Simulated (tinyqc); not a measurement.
Resistance of a tapered via with liner, size effect and interface: two steps of the calculation.

A round via whose diameter grows from db at the bottom as D(z) = db + 2 z/tan(ang). The fill, of diameter D - 2 tl, starts above the bottom liner (thickness fb tl) and has rho = rho0 (1 + ks lam/(D - 2 tl)); the sidewall liner conducts in parallel with it. The bottom liner and the interface are crossed over the full area pi db^2/4. Spreading in the lines above and below is left out.

Parameters, values chosen for the exercise; fill metal close to tungsten:
```
symbol    value      unit                                               meaning
db           44        nm                                diameter at the bottom
hv          110        nm                                                height
ang          85   degrees                                        sidewall angle
rho0       5.22   uohm cm                          bulk resistivity of the fill
lam        15.8        nm                            mean free path of the fill
ks          1.3                                              size-effect factor
tl          1.9        nm                                 liner on the sidewall
fb          0.7                   liner at the bottom over that on the sidewall
rl          280   uohm cm                              resistivity of the liner
ri      1.9e-12  ohm cm^2                   interface resistivity at the bottom
Sb       9.1e14     S/m^2  ballistic conductance per area, about 3/(4 rho0 lam)
```

Task 1. Slices of the via. Slices between z0 = fb tl and hv, evaluated at their midpoints: conductance per length pi/4 [(D - 2 tl)^2/rho + (D^2 - (D - 2 tl)^2)/rl], slice resistance = slice height over that. 8 slices.

Find: z; D; rho; slice resistance.

Result 1.

```
slice  z (nm)  D (nm)  rho (uohm cm)  slice resistance (ohm)
0       8.122   45.42          7.796                  0.7742
1       21.71   47.80          7.657                  0.6807
2       35.29   50.17          7.532                  0.6030
3       48.87   52.55          7.419                  0.5376
4       62.46   54.93          7.317                  0.4822
5       76.04   57.31          7.224                  0.4348
6       89.62   59.68          7.139                  0.3940
7       103.2   62.06          7.060                  0.3586
```

Task 2. Total resistance. R_fill = sum of the slices; R_bottom = rl fb tl/(pi db^2/4); R_interface = ri/(pi db^2/4); ballistic (Sharvin) limit 1/(Sb pi (db - 2 tl)^2/4); ideal cylinder rho0 hv/(pi db^2/4).

slice resistance, slice 0 to 7 (ohm): 0.77423816  0.68074176  0.60295795  0.53759172  0.48216155  0.43477132  0.39395307  0.35855673

Wanted: parts; R; shares; ballistic limit; ideal cylinder.

Result 2.

parts (ohm): fill 4.265, bottom liner 2.449, interface 0.1250
R = 6.839 ohm
shares (%): fill 62.36, bottom liner 35.81, interface 1.83
ballistic limit = 0.8658 ohm
ideal cylinder = 3.776 ohm

The fill is the largest part, and R is 1.81 times the ideal cylinder. With 2000 slices R = 6.8425 ohm.

tinyqc, about 0.01 s, one thread, Intel Xeon 2.30GHz (shared host): `OMP_NUM_THREADS=1 python tinyqc.py 2750094 2750095 out.jsonl`
